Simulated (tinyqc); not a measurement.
Depth of the donor: donor near an oxide interface in a gate field (two-state model).

Interface at z = 0 (hard wall), donor at z = d, field F pulling electrons to the interface: potential e F z; 1 kV/cm = 1e-5 eV/angstrom, c = hbar^2/2m0, q = e^2/(4 pi eps0), Q = (eps - eo)/(eps + eo). Donor state: E_D = e F d - ED - q Q/(4 eps d), the last term joining the images of ion and electron. Interface state: z exp(-b z/2) exp(-rho^2/(2 L^2)) with E_z = c b^2/(4 mz) + 3 e F/b + q Q b/(8 eps), minimised over b; in the plane at z = 3/b the ion (distance D = d - 3/b) and its image (D' = d + 3/b) give E_rho = c/(mt L^2) - (q/eps)(sqrt(pi)/L)[erfcx(D/L) + Q erfcx(D'/L)], erfcx(x) = exp(x^2) erfc(x), minimised over L. E_I = E_z + E_rho.

The two states couple by t = t0 exp(-D/aD) with t0 = q/(eps aD) (2 aD/L) sqrt(aD b/2) v, v a valley factor; this form is an estimate. With detuning u = E_D - E_I the splitting is sqrt(u^2 + 4 t^2) and the lower state has weight (1 - u/sqrt(u^2 + 4 t^2))/2 on the donor.

Constants: hbar^2/2m0 = 3.80998211 eV angstrom^2; e^2/(4 pi eps0) = 14.39964547 eV angstrom.

Inputs chosen for the exercise (near those of a donor in Si below SiO2, static dielectric constants; the results hold for these values, not for the real material): ED = 54.6 meV (bulk binding energy); mz = 0.904 m0 (mass across the interface); mt = 0.194 m0 (mass in the plane); eps = 11.6 (dielectric constant of the semiconductor); eo = 3.9 (dielectric constant of the oxide); aD = 16.9 angstrom (donor radius); v = 0.47 (valley factor); dl = (60, 80, 105, 135, 170, 215, 270) angstrom (depths).

Critical field, and the coupling, E_rho and L at that field.

Results:
```
d (angstrom)  critical field (kV/cm)  e F d/ED  t (meV)  E_rho (meV)  L (angstrom)
60                             171.1     1.880      2.6       -21.67            56
80                             115.3     1.689     0.75       -16.94            68
105                             81.1     1.560     0.17       -13.34            83
135                             59.4     1.469    0.028       -10.67            99
170                             45.0     1.402   0.0036        -8.67           116
215                             34.2     1.346  0.00026        -7.00           137
270                             26.3     1.301  1.1e-05        -5.68           161
```

The critical field falls from 171 to 26 kV/cm, with exponent -1.24 in d, while t drops by a factor 2.4e+05, about e for each 17 angstrom at the end (aD = 16.9). One lattice plane (1.36 angstrom) of misplacement changes t by 8 % and the critical field by about 1.6 % at 105 angstrom.

Computed by tinyqc, a small Python program: `OMP_NUM_THREADS=1 python tinyqc.py 1250220 1250221 out.jsonl` (the numbers bound the seed that draws the inputs); one thread of a shared host (Intel(R) Xeon(R) Processor @ 2.30GHz), about 0.05 s for the whole set of steps.
